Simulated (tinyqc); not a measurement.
Adding atomic layers: valley splitting of a silicon quantum well in envelope theory.

The well lies at 0 < z < L; U(z) = V0 [1/(1 + exp(z/w)) + 1/(1 + exp((L - z)/w))] - e F z, 1 mV/nm = 1e-4 eV/angstrom. The envelope psi solves -(c/ml) psi'' + U psi = E psi, c = hbar^2/2m0, by three-point differences on a grid of 0.1 angstrom from -40 to L + 40 angstrom. The two valleys at +/- k0 couple through D = C0 times the integral of exp(-i q z) U(z) psi^2, q = 2 k0 (2 pi/a), and split by Ev = 2|D|.

Constants: hbar^2/2m0 = 3.80998211 eV angstrom^2.

Parameters, chosen for this exercise (near those of a strained Si well in SiGe; shifted at random, so the results belong to these values and not to a real crystal): V0 = 0.2 eV (conduction offset); ml = 0.933 m0 (mass along z); F = 5.3 mV/nm (field pressing towards the upper interface); k0 = 0.848 2 pi/a (valley position); a = 5.431 angstrom (lattice constant); C0 = 0.242 (Bloch overlap factor); Ls = (84, 85.4, 86.7, 88.1, 89.4, 90.8, 92.1, 93.5) angstrom (widths in steps of one atomic layer, a/4, rounded to the grid); F2 = 0 mV/nm (second field, zero or weak); w1 = 0.6 angstrom (interface width for this table).

The smooth splitting Ev = 2|D| with w = w1, at the field F2 and at F.

Results:
```
L (angstrom),q L mod 2 pi,Ev at F2 (micro-eV),Ev at F (micro-eV)
84.0,1.46,0.625,24.1
85.4,4.20,8.39,24.4
86.7,0.47,4.45,24.2
88.1,3.22,5.79,24.2
89.4,5.77,6.67,24.3
90.8,2.23,2.30,24.1
92.1,4.78,7.07,24.2
93.5,1.25,1.18,24.1
```

At F2 the splitting swings between 0.625 and 8.39 micro-eV, a ratio of 13.4, as the two interfaces add with the phase q L, which advances on average by 2.66 rad a layer. At F the ratio is 1.01, where in the first row psi^2 at the upper interface is 136 times that at the lower one: one interface dominates and the interference fades.

Program tinyqc; command `OMP_NUM_THREADS=1 python tinyqc.py 1250949 1250950 out.jsonl`; about 0.07 s on one thread of a shared Intel(R) Xeon(R) Processor @ 2.30GHz.
